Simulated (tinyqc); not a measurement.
Length of a molecular wire: coherent transport through a tight-binding bridge. Computed by the program tinyqc. 

A uniform bridge between two chains:
```
parameter                       value
site energy (eV)             0.240000
hopping in the bridge (eV)   0.670000
lead hopping (eV)            2.050000
couplings (eV)              1.19, 0.3
E (eV)                      -0.450000
```

T = Gamma_L Gamma_R |G_1n|^2 with the self-energies of semi-infinite chains.

Transmission against length:
```
sites           T    ln T
2      2.1466e-01  -1.539
3      2.4500e-01  -1.406
4      1.3310e-01  -2.017
5      2.0549e-01  -1.582
6      2.5502e-01  -1.366
7      1.3413e-01  -2.009
8      1.9683e-01  -1.625
9      2.6474e-01  -1.329
10     1.3556e-01  -1.998
```

E lies inside the band of the bridge (|E - e|/2h = 0.515 < 1): T does not decay but oscillates with length, between 0.133 and 0.265 here, as levels of the bridge pass E.
